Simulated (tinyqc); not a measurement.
# Small-signal admittance of a forward-biased p+-n diode: effects of single changes

Holes injected into a neutral base of width wb with an ohmic contact at its end; low injection, p0 far above the equilibrium density. A small voltage v exp(i w t), w = 2 pi f, modulates the edge density by p0 v/Vt, and the small-signal density obeys Dp d2p/dx2 = (1/tau + i w) p.

Inputs (values chosen for the exercise); permittivity close to that of germanium:
- T = 275 K (temperature)
- eps_r = 16 (relative permittivity)
- Nd = 2.5e16 cm^-3 (donor density of the base)
- Dp = 22 cm^2/s (hole diffusion coefficient)
- tau = 1e-8 s (hole lifetime)
- wb = 0.94 um (width of the neutral base)
- p0 = 4.3e12 cm^-3 (excess hole density at the junction edge)
- Na = 5e19 cm^-3 (acceptor density of the p+ side)
- Rs = 0.0015 ohm cm^2 (series resistance)
- f = 5.5e7 Hz (signal frequency)

Constants: q = 1.602176634e-19 C, kB = 1.380649e-23 J/K, Vt = kB T/q, eps0 = 8.8541878128e-14 F/cm where lengths are in cm. Results are converted to the units shown.

Each table varies one quantity; the others keep the values above.

## Admittance against frequency

L = sqrt(Dp tau); direct current J = (q Dp p0/L) coth(wb/L); k = sqrt(1 + i w tau)/L; diffusion admittance Y = (q Dp p0/Vt) k coth(k wb) = G + i w C_diff; junction capacitance C_j = sqrt(q eps0 eps_r Nd/(2 Vr)) in the depletion approximation, with the remaining barrier Vr = Vt ln(Na/p0), a rough value under forward bias; base-width modulation is left out. Measured admittance 1/[Rs + 1/(Y + i w C_j)].

The same in every row: C_j (uF/cm^2) = 0.08579.

Result of one run:
```
f (Hz)  w tau  G (S/cm^2)  C_diff (uF/cm^2)  measured G (S/cm^2)  measured C (uF/cm^2)  phase of the measured Y (degrees)
5e7     3.142       6.897          9.060e-4                7.904               0.08479                              73.47
```

What becomes of these results when the signal frequency f is changed from 5e7 to 2e11 Hz, all else the same?

Result of the changed run:
```
f (Hz)    w tau  G (S/cm^2)  C_diff (uF/cm^2)  measured G (S/cm^2)  measured C (uF/cm^2)  phase of the measured Y (degrees)
2e11    1.257e4       108.1          8.601e-5                666.6              3.277e-6                             0.3540
```

The whole series:
```
f (Hz)    w tau  G (S/cm^2)  C_diff (uF/cm^2)  measured G (S/cm^2)  measured C (uF/cm^2)  phase of the measured Y (degrees)
3e6      0.1885       6.895          9.061e-4                6.828               0.08493                              13.19
1e7      0.6283       6.895          9.061e-4                6.868               0.08492                              37.84
5e7       3.142       6.897          9.060e-4                7.904               0.08479                              73.47
2e8       12.57       6.933          9.046e-4                23.68               0.08275                              77.17
8e8       50.27       7.482          8.838e-4                201.6               0.05979                              56.14
3e9       188.5       12.53          6.982e-4                569.9               0.01232                              22.18
1e10      628.3       24.24          3.843e-4                656.4              0.001286                              7.016
6e10       3770       59.21          1.570e-4                666.4              3.637e-5                              1.179
2e11    1.257e4       108.1          8.601e-5                666.6              3.277e-6                             0.3540
```

G starts at J/Vt = 6.89 S/cm^2 and C_diff at (J tau/(2 Vt))(1 - 2 x/sinh 2x) = 9.06e-4 uF/cm^2, x = wb/L = 0.200. Between the last two rows G goes as f^(0.50) and C_diff as f^(-0.50); the limits are 1/2 and -1/2, reached when the signal penetrates only sqrt(Dp/w). The measured C is 2.0 % below C_diff + C_j in the first row and 100 % below it in the last, the difference being due to Rs.

## Effect of the hole lifetime

Same model as above.

The same in every row: C_j (uF/cm^2) = 0.085785.

Results:
```
tau (s)     w tau  G (S/cm^2)  C_diff (uF/cm^2)  measured G (S/cm^2)  measured C (uF/cm^2)  phase of the measured Y (degrees)
1e-10    0.034558      14.142         6.0400e-4               15.101              0.082679                             62.142
5e-10     0.17279      8.5376         8.2338e-4               9.7205              0.084267                             71.541
2e-9      0.69115      7.2563         8.8711e-4               8.4783              0.084649                             73.837
1e-8       3.4558      6.8978         9.0596e-4               8.1299              0.084757                             74.487
2e-7       69.115      6.8115         9.1056e-4               8.0460              0.084783                             74.644
1e-6       345.58      6.8079         9.1076e-4               8.0425              0.084784                             74.651
```

Estimate the missing row, tau = 5e-8 s.

Computed row:
```
tau (s)   w tau  G (S/cm^2)  C_diff (uF/cm^2)  measured G (S/cm^2)  measured C (uF/cm^2)  phase of the measured Y (degrees)
5e-8     17.279      6.8252         9.0983e-4               8.0593              0.084779                             74.619
```

With this row back in the table: As tau goes from 1e-10 to 1e-6, G falls from 14.1 to 6.81 S/cm^2, C_diff rises from 6.04e-4 to 9.11e-4 uF/cm^2 and the measured C rises from 0.0827 to 0.0848 uF/cm^2. C_diff stays below C_j.

tinyqc, about 0.01 s, one thread, Intel Xeon 2.30GHz (shared host): `OMP_NUM_THREADS=1 python tinyqc.py 2890124 2890125 out.jsonl`
